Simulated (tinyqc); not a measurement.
Vacuum evaporation: vapour pressure, source flux, thickness distribution, purity and step coverage: one step, computed by the program tinyqc. Command: `OMP_NUM_THREADS=1 python tinyqc.py 3112626 3112627 out.jsonl evap walk`. One thread of a shared host (Intel(R) Xeon(R) Processor @ 2.30GHz), about 0.01 s of CPU time with the checks.

Molecular flow, unit sticking of the metal, no re-evaporation. The background gas is taken as water vapour (18.015 g/mol, collision diameter 0.37 nm) at 300 K.

Problem. Scattering and purity. Mean free path lambda = k_B T_g/(sqrt2 pi d^2 p); unscattered share exp(-h/lambda); gas arrival p/sqrt(2 pi m_g k_B T_g); impurity ratio = sticking x gas arrival/metal arrival; monolayer time = 1e15 cm^-2/(sticking x gas arrival).

Inputs (values chosen for the exercise, modelled on aluminium, with constants for the liquid): source temperature T = 1530 K; source-to-wafer distance h = 50 cm; background pressure p = 2e-06 Pa; sticking of background gas = 0.06.

arrival rate at the centre = 1.041016e+15 1/(cm^2 s)

Constants: k_B = 1.380649e-23 J/K; u = 1.6605390666e-27 kg.

Give: mean free path; unscattered share; gas arrival rate; impurity ratio; monolayer time.

Solution.

mean free path = 3405 m

unscattered share = 0.9999

gas arrival rate = 7.168e+12 1/(cm^2 s)

impurity ratio = 4.131e-04

monolayer time = 2325 s
